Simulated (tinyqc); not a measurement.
Frequency dispersion of an accumulation capacitance by border traps, distributed model: one step of the calculation.

Traps spread evenly through the insulator exchange electrons with the semiconductor by tunnelling, with tau(x) = t0 exp(2 ka x) at depth x from the interface. The admittance per area Y seen at depth x obeys dY/dx = -Y^2/(i w eps0 eox) + q Nb ln(1 + i w tau)/tau, with Y(0) = i w Cs and w = 2 pi f; the gate sees Y(tox) = G + i w C. Working variable y = Y/(i w), in uF/cm^2. Cox = eps0 eox/tox.

Question. Capacitance and conductance at the gate. Beyond xe the traps are ignored, so 1/y(tox) = 1/y(xe) + (tox - xe)/(eps0 eox); C = Re y, G/w = -Im y, loss tangent G/(w C).

Values chosen for this exercise; permittivity close to that of silicon dioxide: relative permittivity of the insulator eox = 4.08; insulator thickness tox = 3.1 nm; depth down to which the steps are taken xe = 1.5 nm.

Constants: eps0 = 8.8541878128e-14 F/cm where lengths are in cm. Results are converted to the units shown.

y at xe = 1.9202534-0.0205861i uF/cm^2

Give: y at the gate; C; G/w; loss tangent.

Answer.

y at the gate = 1.0377-0.0060i uF/cm^2
C = 1.0377 uF/cm^2
G/w = 0.0060116 uF/cm^2
loss tangent = 0.0057930

Program tinyqc, `OMP_NUM_THREADS=1 python tinyqc.py 2202212 2202213 out.jsonl`; Intel Xeon 2.30GHz, shared host, one thread, about 0.4 s.
